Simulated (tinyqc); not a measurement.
## Scale length and length offset from two DIBL values

Problem. DIBL = exp(-Le/(2 l)) + 2 exp(-Le/l) with Le = L - dL. Find l, dL and the drawn length for a DIBL of 100 mV/V.

DIBL at drawn lengths 50 and 84 nm (mV/V): 78.973257  10.479626

Solution. With e = exp(-Le/(2 l)), 2 e^2 + e = DIBL gives e and so Le/l at each length; Le/l is a straight line in L with slope 1/l.

l = 8.90 nm
dL = 2.50 nm
length for 100 mV/V = 46.3 nm

Numbers from tinyqc (`OMP_NUM_THREADS=1 python tinyqc.py 2002044 2002045 out.jsonl`; about 0.01 s on one thread of a shared Intel Xeon 2.30GHz).
